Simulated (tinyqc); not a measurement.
Worked calculation: RHF in the sto-6g basis, for BeH2, spin multiplicity 1. One step of it, computed by the program tinyqc.

Problem. Iteration 2: diagonalisation and new density. Diagonalise F' = X^T F X, C = X C', fill 3 alpha and 3 beta electrons from the bottom; D = 2 C_occ C_occ^T. Each column has its largest component positive (the first on a tie).

extrapolated F (hartree):
```
            1Be 1s     1Be 2s   1Be 2px    1Be 2py    1Be 2pz      2H 1s      3H 1s
1Be 1s   -4.592381  -1.249361  0.000000   0.000000   0.001305  -0.323653  -0.323653
1Be 2s   -1.249361  -0.592077  0.000000   0.000000  -0.010338  -0.396831  -0.396831
1Be 2px   0.000000   0.000000  0.209035   0.000000   0.000000   0.000000   0.000000
1Be 2py   0.000000   0.000000  0.000000  -0.218852   0.000000  -0.328869   0.328869
1Be 2pz   0.001305  -0.010338  0.000000   0.000000   0.208379  -0.012463  -0.012463
2H 1s    -0.323653  -0.396831  0.000000  -0.328869  -0.012463  -0.297947  -0.041769
3H 1s    -0.323653  -0.396831  0.000000   0.328869  -0.012463  -0.041769  -0.297947
```

X:
```
            1Be 1s     1Be 2s   1Be 2px    1Be 2py    1Be 2pz      2H 1s      3H 1s
1Be 1s    1.027135  -0.148377  0.000000   0.000000  -0.000772   0.016434   0.016434
1Be 2s   -0.148377   1.234289  0.000000   0.000000   0.010432  -0.294662  -0.294662
1Be 2px   0.000000   0.000000  1.000000   0.000000   0.000000   0.000000   0.000000
1Be 2py   0.000000   0.000000  0.000000   1.348185   0.000000  -0.421411   0.421411
1Be 2pz  -0.000772   0.010432  0.000000   0.000000   1.000521  -0.014778  -0.014778
2H 1s     0.016434  -0.294662  0.000000  -0.421411  -0.014778   1.278430  -0.096617
3H 1s     0.016434  -0.294662  0.000000   0.421411  -0.014778  -0.096617   1.278430
```

Give: F' = X^T F X; orbital energies; coefficients C; D after iteration 2.

Solution.

F' = X^T F X (hartree):
```
        1       2      3       4       5       6       7
1  -4.495  -0.653  0.000   0.000   0.001  -0.048  -0.048
2  -0.653  -0.084  0.000   0.000   0.004  -0.323  -0.323
3   0.000   0.000  0.209   0.000   0.000   0.000   0.000
4   0.000   0.000  0.000   0.259   0.000  -0.454   0.454
5   0.001   0.004  0.000   0.000   0.209  -0.015  -0.015
6  -0.048  -0.323  0.000  -0.454  -0.015   0.086  -0.114
7  -0.048  -0.323  0.000   0.454  -0.015  -0.114   0.086
```

orbital energies (hartree): MO1 -4.594, MO2 -0.449, MO3 -0.413, MO4 0.208, MO5 0.209, MO6 0.438, MO7 0.872

coefficients C:
```
            MO1     MO2     MO3     MO4    MO5     MO6     MO7
1Be 1s    0.995  -0.210   0.000   0.020  0.000  -0.209   0.000
1Be 2s    0.021   0.560   0.000  -0.092  0.000   1.182   0.000
1Be 2px   0.000   0.000   0.000   0.000  1.000   0.000   0.000
1Be 2py   0.000   0.000   0.500   0.000  0.000   0.000   1.386
1Be 2pz   0.000   0.012   0.000   0.996  0.000   0.099   0.000
2H 1s    -0.002   0.399   0.412   0.039  0.000  -0.791  -0.976
3H 1s    -0.002   0.399  -0.412   0.039  0.000  -0.791   0.976
```

D after iteration 2:
```
         1Be 1s  1Be 2s  1Be 2px  1Be 2py  1Be 2pz   2H 1s   3H 1s
1Be 1s    2.067  -0.193    0.000    0.000   -0.005  -0.172  -0.172
1Be 2s   -0.193   0.629    0.000    0.000    0.014   0.447   0.447
1Be 2px   0.000   0.000    0.000    0.000    0.000   0.000   0.000
1Be 2py   0.000   0.000    0.000    0.501    0.000   0.412  -0.412
1Be 2pz  -0.005   0.014    0.000    0.000    0.000   0.010   0.010
2H 1s    -0.172   0.447    0.000    0.412    0.010   0.657  -0.022
3H 1s    -0.172   0.447    0.000   -0.412    0.010  -0.022   0.657
```
